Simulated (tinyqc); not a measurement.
Empirical pseudopotential in a few plane waves, step by step. Computed by tinyqc, a small Python program that keeps every step. Settings: plane-wave index or count = 15. Command: `OMP_NUM_THREADS=1 python tinyqc.py 22617 22618 out.jsonl` (the two numbers bound the seeds that draw the settings). One thread of a shared host (Intel(R) Xeon(R) Processor @ 2.60GHz), about 0.2 s of CPU time with the checks.

## Bloch Hamiltonian at G

Parameters chosen for this model: fcc lattice, atoms at +/- a/8 (1,1,1); form factors in rydberg at |G|^2 in units of (2 pi/a)^2:

| parameter | value | unit |
|---|---|---|
| a | 6.230000 | angstrom |
| VS(3) | -0.207000 | Ry |
| VS(8) | 0.007000 | Ry |
| VS(11) | 0.056000 | Ry |
| VA(3) | 0.045000 | Ry |
| VA(4) | 0.096000 | Ry |
| VA(11) | 0.031000 | Ry |
| hbar^2/2m (2 pi/a)^2 | 3.875311 | eV |

k point G (2 pi / a): 0  0  0

Basis: the 15 shortest G (labels in 2 pi/a), the same at every k. H(G,G') = c |k + G|^2 delta + VS(|G-G'|^2) cos((G-G').tau) + i VA sin((G-G').tau), tau = a/8 (1,1,1); 1 Ry = 13.605693 eV.

H(k) at G (eV):
```
                     +0+0+0               -1-1-1               -1-1+1               -1+1-1
+0+0+0             0.000000   1.991480+0.432931i  -1.991480+0.432931i  -1.991480+0.432931i
-1-1-1   1.991480-0.432931i            11.625933   0.000000-1.306147i   0.000000-1.306147i
-1-1+1  -1.991480-0.432931i   0.000000+1.306147i            11.625933             0.095240
-1+1-1  -1.991480-0.432931i   0.000000+1.306147i             0.095240            11.625933
-1+1+1  -1.991480+0.432931i            -0.095240   0.000000+1.306147i   0.000000+1.306147i
+1-1-1  -1.991480-0.432931i   0.000000+1.306147i             0.095240             0.095240
+1-1+1  -1.991480+0.432931i            -0.095240   0.000000+1.306147i             0.000000
+1+1-1  -1.991480+0.432931i            -0.095240             0.000000   0.000000+1.306147i
+1+1+1   1.991480+0.432931i             0.000000            -0.095240            -0.095240
-2+0+0   0.000000-1.306147i  -1.991480+0.432931i  -1.991480-0.432931i  -1.991480-0.432931i
+0-2+0   0.000000-1.306147i  -1.991480+0.432931i  -1.991480-0.432931i   0.538758-0.298241i
+0+0-2   0.000000-1.306147i  -1.991480+0.432931i   0.538758-0.298241i  -1.991480-0.432931i
+0+0+2   0.000000+1.306147i  -0.538758-0.298241i   1.991480+0.432931i  -0.538758+0.298241i
+0+2+0   0.000000+1.306147i  -0.538758-0.298241i  -0.538758+0.298241i   1.991480+0.432931i
+2+0+0   0.000000+1.306147i  -0.538758-0.298241i  -0.538758+0.298241i  -0.538758+0.298241i

                     -1+1+1               +1-1-1               +1-1+1               +1+1-1
+0+0+0  -1.991480-0.432931i  -1.991480+0.432931i  -1.991480-0.432931i  -1.991480-0.432931i
-1-1-1            -0.095240   0.000000-1.306147i            -0.095240            -0.095240
-1-1+1   0.000000-1.306147i             0.095240   0.000000-1.306147i             0.000000
-1+1-1   0.000000-1.306147i             0.095240             0.000000   0.000000-1.306147i
-1+1+1            11.625933             0.000000             0.095240             0.095240
+1-1-1             0.000000            11.625933   0.000000-1.306147i   0.000000-1.306147i
+1-1+1             0.095240   0.000000+1.306147i            11.625933             0.095240
+1+1-1             0.095240   0.000000+1.306147i             0.095240            11.625933
+1+1+1   0.000000+1.306147i            -0.095240   0.000000+1.306147i   0.000000+1.306147i
-2+0+0   1.991480-0.432931i   0.538758-0.298241i  -0.538758-0.298241i  -0.538758-0.298241i
+0-2+0  -0.538758-0.298241i  -1.991480-0.432931i   1.991480-0.432931i  -0.538758-0.298241i
+0+0-2  -0.538758-0.298241i  -1.991480-0.432931i  -0.538758-0.298241i   1.991480-0.432931i
+0+0+2  -1.991480+0.432931i  -0.538758+0.298241i  -1.991480+0.432931i   0.538758+0.298241i
+0+2+0  -1.991480+0.432931i  -0.538758+0.298241i   0.538758+0.298241i  -1.991480+0.432931i
+2+0+0   0.538758+0.298241i   1.991480+0.432931i  -1.991480+0.432931i  -1.991480+0.432931i

                     +1+1+1               -2+0+0               +0-2+0               +0+0-2
+0+0+0   1.991480-0.432931i   0.000000+1.306147i   0.000000+1.306147i   0.000000+1.306147i
-1-1-1             0.000000  -1.991480-0.432931i  -1.991480-0.432931i  -1.991480-0.432931i
-1-1+1            -0.095240  -1.991480+0.432931i  -1.991480+0.432931i   0.538758+0.298241i
-1+1-1            -0.095240  -1.991480+0.432931i   0.538758+0.298241i  -1.991480+0.432931i
-1+1+1   0.000000-1.306147i   1.991480+0.432931i  -0.538758+0.298241i  -0.538758+0.298241i
+1-1-1            -0.095240   0.538758+0.298241i  -1.991480+0.432931i  -1.991480+0.432931i
+1-1+1   0.000000-1.306147i  -0.538758+0.298241i   1.991480+0.432931i  -0.538758+0.298241i
+1+1-1   0.000000-1.306147i  -0.538758+0.298241i  -0.538758+0.298241i   1.991480+0.432931i
+1+1+1            11.625933  -0.538758-0.298241i  -0.538758-0.298241i  -0.538758-0.298241i
-2+0+0  -0.538758+0.298241i            15.501244             0.095240             0.095240
+0-2+0  -0.538758+0.298241i             0.095240            15.501244             0.095240
+0+0-2  -0.538758+0.298241i             0.095240             0.095240            15.501244
+0+0+2  -1.991480-0.432931i            -0.095240            -0.095240             0.000000
+0+2+0  -1.991480-0.432931i            -0.095240             0.000000            -0.095240
+2+0+0  -1.991480-0.432931i             0.000000            -0.095240            -0.095240

                     +0+0+2               +0+2+0               +2+0+0
+0+0+0   0.000000-1.306147i   0.000000-1.306147i   0.000000-1.306147i
-1-1-1  -0.538758+0.298241i  -0.538758+0.298241i  -0.538758+0.298241i
-1-1+1   1.991480-0.432931i  -0.538758-0.298241i  -0.538758-0.298241i
-1+1-1  -0.538758-0.298241i   1.991480-0.432931i  -0.538758-0.298241i
-1+1+1  -1.991480-0.432931i  -1.991480-0.432931i   0.538758-0.298241i
+1-1-1  -0.538758-0.298241i  -0.538758-0.298241i   1.991480-0.432931i
+1-1+1  -1.991480-0.432931i   0.538758-0.298241i  -1.991480-0.432931i
+1+1-1   0.538758-0.298241i  -1.991480-0.432931i  -1.991480-0.432931i
+1+1+1  -1.991480+0.432931i  -1.991480+0.432931i  -1.991480+0.432931i
-2+0+0            -0.095240            -0.095240             0.000000
+0-2+0            -0.095240             0.000000            -0.095240
+0+0-2             0.000000            -0.095240            -0.095240
+0+0+2            15.501244             0.095240             0.095240
+0+2+0             0.095240            15.501244             0.095240
+2+0+0             0.095240             0.095240            15.501244
```

## Levels at G

Diagonalise the Hermitian matrix.

eigenvalues (eV): -3.957774  7.683745  7.683745  7.683745  8.293714  11.890949  11.890949  11.890949  15.310765  15.310765  15.789774  18.987937  18.987937  18.987937  19.579794

## Bands along a path

The same steps at evenly spaced points between the labelled ones.

Bands along the path (eV), lowest eight:

| k | band 1 | band 2 | band 3 | band 4 | band 5 | band 6 | band 7 | band 8 |
|---|---|---|---|---|---|---|---|---|
| L | -2.632622 | 3.102705 | 7.347169 | 7.347169 | 9.770212 | 12.420066 | 12.420066 | 14.664615 |
| L-G 0.20 | -2.976738 | 3.532966 | 7.288294 | 7.288294 | 9.695028 | 12.349357 | 12.349357 | 14.318781 |
| L-G 0.40 | -3.353695 | 4.346349 | 7.343782 | 7.343782 | 9.737272 | 12.371540 | 12.371540 | 13.469972 |
| L-G 0.60 | -3.674657 | 5.424906 | 7.476389 | 7.476389 | 9.704944 | 12.281028 | 12.281028 | 12.427893 |
| L-G 0.80 | -3.885000 | 6.656067 | 7.619681 | 7.619681 | 9.156535 | 11.923357 | 12.028202 | 12.028202 |
| G | -3.957774 | 7.683745 | 7.683745 | 7.683745 | 8.293714 | 11.890949 | 11.890949 | 11.890949 |
| G-X 0.20 | -3.860707 | 6.598310 | 7.470465 | 7.470465 | 9.453467 | 11.486817 | 12.309220 | 12.309220 |
| G-X 0.40 | -3.579690 | 5.425931 | 7.035277 | 7.035277 | 10.006409 | 11.441278 | 13.353353 | 13.353353 |
| G-X 0.60 | -3.149260 | 4.427395 | 6.648004 | 6.648004 | 9.311864 | 11.653134 | 14.425504 | 14.743466 |
| G-X 0.80 | -2.641288 | 3.645898 | 6.440806 | 6.440806 | 8.750381 | 11.327263 | 16.256386 | 16.351032 |
| X | -2.181936 | 3.191768 | 6.471017 | 6.471017 | 8.588715 | 11.236956 | 18.145749 | 18.145749 |

With 4 band(s) filled, the highest filled level on these points lies at G and the lowest empty one at G: a gap of 0.6100 eV, direct. This holds for the small fixed basis; with all plane waves up to |k + G|^2 = 21 (2 pi/a)^2 the gap along the path is 0.85 eV.

## Convergence with the number of plane waves

Levels at G counted from the fourth one.

Levels (eV):

| plane waves | level 1 | level 5 | level 8 |
|---|---|---|---|
| 9 | -12.943228 | 0 | 2.612293 |
| 15 | -11.641519 | 0.609969 | 4.207204 |
| 27 | -10.810176 | 0.865545 | 4.701809 |
| 51 | -10.515852 | 0.799520 | 4.961260 |
| 59 | -10.507786 | 0.815741 | 4.823562 |
| 65 | -10.490429 | 0.810621 | 4.796380 |
| 89 | -10.478659 | 0.820097 | 4.807932 |
